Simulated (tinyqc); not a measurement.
Long-channel MOSFET, surface-potential model: two steps of the calculation.

n-channel transistor on a uniformly doped p-type body, gradual-channel approximation, constant mobility, Boltzmann statistics, full ionisation. Potentials are counted from the neutral body; V is the electron quasi-Fermi potential, Vsb at the source and Vsb + Vds at the drain. Charges are magnitudes per area.

Values chosen for this exercise; material values close to those of gallium nitride: temperature T = 300 K; band gap Eg = 3.46 eV; relative permittivity of the semiconductor eps_r = 9.46; conduction-band density of states at T Nc = 2.3e18 cm^-3; valence-band density of states at T Nv = 4.6e19 cm^-3; acceptor density of the body Na = 2.9e16 cm^-3; relative permittivity of the gate insulator eox = 7.53; insulator thickness tox = 12 nm; flat-band voltage Vfb = -1.27 V; channel mobility mu = 220 cm^2/(V s); gate width W = 1 um; gate length L = 2 um; source-body reverse bias Vsb = 0.3 V; drain-source voltage Vds = 0.05 V.

Constants: q = 1.602176634e-19 C, kB = 1.380649e-23 J/K, Vt = kB T/q, eps0 = 8.8541878128e-14 F/cm where lengths are in cm. Results are converted to the units shown.

Task 1. Body potential, insulator capacitance and body factor. ni = sqrt(Nc Nv) exp(-Eg/(2 Vt)), Eg in volts; phiF = Vt ln(Na/ni); Cox = eps0 eox/tox; gamma = sqrt(2 q eps0 eps_r Na)/Cox. VT = Vfb + 2 phiF + gamma sqrt(2 phiF + Vsb), m = 1 + gamma/(2 sqrt(2 phiF + Vsb)).

Find: ni; phiF; Cox; gamma; VT; m.

Result 1.

ni = 8.9027e-11 cm^-3
phiF = 1.5782 V
Cox = 0.55560 uF/cm^2
gamma = 0.15879 V^0.5
VT = 2.1817 V
m = 1.0427

Task 2. Pao-Sah current by Simpson's rule. I = mu (W/L) integral of Qi dV; Simpson's rule on the 11 points, step Vds/10, weights 1, 4, 2, ..., 4, 1 times step/3.

Qi, Pao-Sah, point 0 to 10 (nC/cm^2): [0.015053528, 0.012408566, 0.010228005, 0.0084304103, 0.0069485951, 0.0057271356, 0.0047203202, 0.0038904526, 0.0032064496, 0.0026426831, 0.0021780245]

Find: Pao-Sah current.

Result 2.

Pao-Sah current = 3.6636e-5 uA

Gauss-Legendre quadrature on many points gives 3.664e-5 uA, so this value is within 0.01 % of it; the charge-sheet current, 3.649e-5 uA, is 0.39 % below it.

Program tinyqc, `OMP_NUM_THREADS=1 python tinyqc.py 2360159 2360160 out.jsonl`; Intel Xeon 2.30GHz, shared host, one thread, about 0.07 s.
